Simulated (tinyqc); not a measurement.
# MOSFET in saturation, small-signal circuit and noise: what changes with what

Bias by the inversion coefficient IC = I/Ispec (charge-based model with velocity saturation; weak inversion below 0.1, strong above 10). Common-source circuit: gm, gds, Cgs, Cgd and Cj at the inner nodes, Rg in series with the gate; quasi-static, no source or drain resistance, no gate-body capacitance, no substrate network, no induced gate noise, so fmax is an upper estimate.

Inputs (values chosen for the exercise): temperature T = 293 K; gate length L = 28 nm; total gate width W = 10 um; gate capacitance Cox = 1.9 uF/cm^2; mobility mu = 270 cm^2/(V s); slope factor n = 1.41; velocity-saturation length Ls = 25 nm; ratio gds/gm sg = 0.15; overlap and fringe capacitance per side Cov = 0.32 fF/um; drain junction capacitance Cj = 0.75 fF/um; sheet resistance of the gate Rsh = 5 ohm; finger width Wf = 2 um; gate contact and vertical resistance Rc = 50 ohm um; inversion coefficient IC = 0.53; short-channel excess of the noise factor gw = 0.07; oxide trap density Nt = 8.2e16 cm^-3 eV^-1; tunnelling length into the oxide lt = 0.1 nm; Coulomb scattering coefficient ac = 3000 V s/C.

Constants: q = 1.602176634e-19 C, kB = 1.380649e-23 J/K, Vt = kB T/q. Results are converted to the units shown.

Each table varies one quantity; the others keep the values above.

## Effect of the gate length on speed and noise

Ispec = 2 n mu Cox (W/L) Vt^2, lc = Ls/L, gms = [sqrt((lc IC + 1)^2 + 4 IC) - 1]/[2 + lc (lc IC + 1)], gm = gms Ispec/(n Vt), gds = sg gm. qs = [sqrt(1 + 4 IC) - 1]/2, Cgs = Cox W L qs (2 qs + 3)/(3 (qs + 1)^2) + Cov W, Cgd = Cov W, Cd = Cj W, Rg = Rsh (Wf/L)/(12 Nf) + Rc/W with Nf = W/Wf fingers (not rounded) contacted at both ends. fT = gm/(2 pi (Cgs + Cgd)), fmax = fT/(2 sqrt(Rg (gds + 2 pi fT Cgd))). Channel noise Sid = 4 kB T gam n gm with gam = (1/2 + (2/3) qs)/(1 + qs) + gw lc IC, qs = [sqrt(1 + 4 IC) - 1]/2, lc = Ls/L (the last term an empirical rise with velocity saturation); at the gate, white noise Sw = Sid/gm^2 + 4 kB T Rg. Number fluctuation with correlated mobility: S(f) = K/f, K = q^2 Vt lt Nt/(W L Cox^2) (1 + ac mu Cox I/gm)^2, Vt in eV with Nt per eV. Corner fc = K/Sw. IC is held fixed, and so is sg.

Effect of the gate length on speed and noise:
```
L (nm),I (uA),Rg (ohm),fT (GHz),fmax (GHz),sqrt(Sw) (nV/Hz^0.5),fc (MHz)
20,244.4,13.33,83.15,240.1,1.932,23.76
32,152.7,10.21,53.89,218.8,2.248,10.77
50,97.76,8.333,33.10,187.0,2.680,4.801
79,61.87,7.110,18.76,149.0,3.276,2.023
130,37.60,6.282,9.391,108.1,4.131,0.7708
200,24.44,5.833,4.874,77.09,5.081,0.3307
320,15.27,5.521,2.255,50.19,6.392,0.1305
500,9.776,5.333,1.037,31.61,7.964,0.05376
```

As L goes from 20 to 500 nm, fT falls from 83.2 to 1.04 GHz, fmax falls from 240 to 31.6 GHz, the white noise rises from 1.93 to 7.96 nV/Hz^0.5 and the corner falls from 23.8 to 0.0538 MHz. fT goes as L^(-0.92) between the first two rows and L^(-1.74) between the last two; with no overlap and no velocity saturation it would go as 1/L^2. For L = 32 to 500 nm fmax exceeds 4 fT, where channel resistance and substrate losses, left out here, would cap it.

## Effect of the inversion coefficient on speed and noise

Same model as above.

Corner fc = K/Sw. IC is held fixed.

The same in every row: Rg (ohm) = 10.95.

Effect of the inversion coefficient on speed and noise:
```
IC,I (uA),fT (GHz),fmax (GHz),sqrt(Sw) (nV/Hz^0.5),fc (MHz)
0.03,9.881,6.448,74.84,6.614,1.344
0.1,32.94,18.82,127.2,3.856,3.994
0.3,98.81,43.10,190.7,2.545,9.399
1,329.4,85.62,265.1,1.851,19.09
3,988.1,127.7,320.2,1.640,28.81
10,3294,156.3,351.4,1.811,38.67
30,9881,165.1,359.6,2.436,56.55
```

What does the comparison show?

As IC goes from 0.03 to 30, fT rises from 6.45 to 165 GHz, fmax rises from 74.8 to 360 GHz, the white noise goes from 6.61 through a minimum of 1.64 (at IC = 3 among the rows listed) to 2.44 nV/Hz^0.5 and the corner rises from 1.34 to 56.6 MHz. For IC = 0.03 to 0.3 fmax exceeds 4 fT, where channel resistance and substrate losses, left out here, would cap it.

## Effect of the overlap and fringe capacitance per side on speed and noise

Same model as above.

Corner fc = K/Sw. IC is held fixed.

The same in every row: I (uA) = 174.57; Rg (ohm) = 10.952; sqrt(Sw) (nV/Hz^0.5) = 2.1443; fc (MHz) = 13.582.

Effect of the overlap and fringe capacitance per side on speed and noise:
```
Cov (fF/um),fT (GHz),fmax (GHz)
0.05,203.54,932.34
0.15,109.69,430.46
0.25,75.077,281.14
0.35,57.068,208.90
0.45,46.027,166.24
0.55,38.566,138.06
0.65,33.186,118.05
```

As Cov goes from 0.05 to 0.65 fF/um, fT falls from 204 to 33.2 GHz, fmax falls from 932 to 118 GHz, the white noise stays at 2.14 nV/Hz^0.5 and the corner stays at 13.6 MHz. At Cov = 0.05 fF/um fmax exceeds 4 fT, where channel resistance and substrate losses, left out here, would cap it.

tinyqc, about 0.01 s, one thread, Intel Xeon 2.30GHz (shared host): `OMP_NUM_THREADS=1 python tinyqc.py 2150042 2150043 out.jsonl`
